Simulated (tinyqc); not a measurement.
Raman line shape of confined optical phonons and breathing modes of small crystals: one step, computed by the program tinyqc. Command: `OMP_NUM_THREADS=1 python tinyqc.py 3021584 3021585 out.jsonl confine walk`. One thread of a shared host (Intel(R) Xeon(R) Processor @ 2.30GHz), about 0.02 s of CPU time with the checks.

Confinement in 3 direction(s) lets phonons with q away from zero scatter light. q is in units of 2 pi/a, from 0 to 1, and the branch is isotropic: omega(q)^2 = (omega_0^2 + omega_X^2)/2 + ((omega_0^2 - omega_X^2)/2) cos(pi q). The model and its constant beta are phenomenological; beta = 8 is the common choice.

Question. Range of wave vectors. Weight W(q) = q^2 exp(-(2 L q/a)^2/(2 beta)) dq, that is exp(-k^2 L^2/(2 beta pi^2)) for k = 2 pi q/a. Width q_c = a sqrt(2 beta)/(2 L), where the exponential falls to 1/e; curvature of the branch: omega(q) = omega_0 - c q^2, c = pi^2 (omega_0^2 - omega_X^2)/(8 omega_0); for small q_c the mean of q^2 is (number of confined directions) q_c^2/2, and the mean shift is -c times that.

Inputs (values chosen for the exercise, modelled on germanium): bulk frequency omega_0 = 300.7 1/cm; frequency at the zone boundary omega_X = 236 1/cm; lattice constant a = 5.658 angstrom; size L = 4.1 nm; confinement constant beta = 4.

Shape: sphere.

Give: q_c; curvature c; mean shift, quadratic estimate; omega(q_c) - omega_0.

Answer.

q_c = 0.1952 2 pi/a

curvature c = 142.5 1/cm

mean shift, quadratic estimate = -8.139 1/cm

omega(q_c) - omega_0 = -5.305 1/cm
